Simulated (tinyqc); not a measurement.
Raising the sheet density: Gamma, L and X subbands of a thin body with non-parabolic valleys.

Hard walls, flat band, c = hbar^2/2m0, energies from the bulk Gamma edge. For a valley at angle theta to the normal 1/m_z = cos^2/ml + sin^2/mt and m_d = sqrt(ml mt^2/m_z). Subband n starts at E_v + e with e (1 + a e) = c (n pi/t)^2/m_z, and its density-of-states mass is taken as m_d (1 + 2 a e), without further growth at higher in-plane energy. Groups are named by valley and degeneracy.

n_i = g m/(2 pi c) kB T ln(1 + exp((EF - E_i)/kB T)), sum n_i = Ns (1e12/cm^2 = 1e-4/angstrom^2), c = hbar^2/2m0. Quantum capacitance Cq = 1602.176634 sum g m/(2 pi c) f_i in microfarad/cm^2 with f_i = 1/(1 + exp((E_i - EF)/kB T)); Cox = 34.5313/eot (one gate); C/Cox = Cq/(Cq + Cox), the centroid term left out.

Constants: hbar^2/2m0 = 3.80998211 eV angstrom^2; kB = 8.617333262e-05 eV/K.

Parameters, chosen for this exercise (near those of a thin GaAs channel; shifted at random, so the results belong to these values and not to a real crystal):
- face = 100 (surface)
- mG = 0.0682 m0 (Gamma mass)
- aG = 0.56 1/eV (Gamma non-parabolicity)
- EL = 0.305 eV (L edge above Gamma)
- mL = (1.841, 0.075) m0 (L valleys (four, along <111>): ml, mt)
- EX = 0.423 eV (X edge above Gamma)
- mX = (1.272, 0.227) m0 (X valleys (three, along <100>): ml, mt)
- aS = 0.3 1/eV (non-parabolicity of L and X)
- t = 28 angstrom (body thickness)
- T = 300 K (temperature)
- eot = 13 angstrom (equivalent oxide thickness)
- Nl = (0.5, 1, 2, 4, 7, 11, 16) x 1e12/cm^2 (sheet densities)

Fixed thickness, n = 1 to 8 of all groups; the gate overdrive above the lowest edge is (EF - E_lowest)/e + 0.1602177 Ns/Cox in volts.

Results:

| Ns (1e12/cm^2) | EF - lowest (eV) | Gamma share (%) | Cq | C/Cox | overdrive (V) |
|---|---|---|---|---|---|
| 0.5 | -0.041 | 2.2 | 2.84 | 0.516 | -0.010 |
| 1.0 | -0.020 | 2.5 | 5.22 | 0.663 | 0.040 |
| 2.0 | 0.003 | 2.9 | 8.97 | 0.772 | 0.123 |
| 4.0 | 0.030 | 4.1 | 14.14 | 0.842 | 0.272 |
| 11.0 | 0.085 | 8.7 | 28.32 | 0.914 | 0.749 |
| 16.0 | 0.109 | 10.5 | 39.56 | 0.937 | 1.074 |

Give the missing row, Ns (1e12/cm^2) = 7.0.

Computed row:
```
Ns (1e12/cm^2)  EF - lowest (eV)  Gamma share (%)     Cq  C/Cox  overdrive (V)
7.0                        0.059              6.2  20.08  0.883          0.481
```

The lowest subband is X1 n=1; the light Gamma level lies 80 meV above it, lifted there by confinement. At the highest density band filling takes 0.109 V of the 1.074 V overdrive. Cq grows from 2.8 to 39.6 microfarad/cm^2 while EF moves from -0.041 to +0.109 eV against the lowest edge; the Gamma share stays within 2 to 11 %.

(tinyqc, `OMP_NUM_THREADS=1 python tinyqc.py 1250065 1250066 out.jsonl`, Intel(R) Xeon(R) Processor @ 2.30GHz, 1 thread, shared host, about 0.04 s.)
